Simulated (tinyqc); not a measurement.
Error of the time step: velocity overshoot from momentum and energy balance equations after a field step. Computed by tinyqc, a small Python program. Command: `OMP_NUM_THREADS=1 python tinyqc.py 3001012 3001013 out.jsonl overshoot walk`. One thread of a shared host (Intel(R) Xeon(R) Processor @ 2.30GHz), about 0.01 s of CPU time with the checks.

At t = 0 the field jumps from 0 to F in a uniform sample. v is the drift velocity and u = w - (3/2) k_B T the excess energy per carrier.

Inputs (values chosen for the exercise, modelled on electrons in GaN except for tau_E): effective mass m = 0.21 m_0; low-field mobility mu_0 = 1200 cm^2/(V s); saturation velocity v_s = 1.9 1e7 cm/s; energy relaxation time tau_E = 0.83 ps; field after the step F = 15 kV/cm; lattice temperature T = 300 K; time step dt = 12 fs.

Scheme: implicit in the damping.

Constants: m_0 = 9.1093837015e-31 kg; e = 1.602176634e-19 C; k_B = 8.617333262e-05 eV/K.

Method:
- dv/dt = e F/m - v/tau_m(u), du/dt = e F v - u/tau_E, tau_m(u) = tau_0/(1 + c u), tau_0 = m mu_0/e, c = mu_0/(e tau_E v_s^2); this choice gives the steady state v (1 + mu_0 F v/v_s^2) = mu_0 F, which saturates at v_s. Steady velocity v = 2 mu_0 F/(1 + sqrt(1 + 4 (mu_0 F/v_s)^2)); u = e F v tau_E; carrier temperature T + 2u/(3 k_B), neglecting the drift energy m v^2/2.
- Step: v_new = (v + dt e F/m)/(1 + dt/tau_m(u)), u_new = (u + dt e F v_new)/(1 + dt/tau_E). Start v = u = 0; the distance adds dt (v + v_new)/2.
- The peak velocity is recomputed with dt/2 and dt/4 and by an adaptive Runge-Kutta method (tolerance 1e-9).

tau_0 = 143.278 fs

acceleration e F/m = 0.0125630 1e7 cm/s per fs

c = 4.00494 1/eV

steady velocity = 1.14561 1e7 cm/s

Peak velocity:
```
step      v_peak (1e7 cm/s)  error (%)
dt                   1.4844   -0.33074
dt/2                 1.4867   -0.17094
dt/4                 1.4880   -0.08692
adaptive             1.4893    0.00000
```

What does the comparison show, and why?

The implicit scheme puts the peak 0.33 % too low; halving dt divides the error by 1.93, as a first-order method should.

Extremes, crossings and ranges named in words are read from the listed rows.
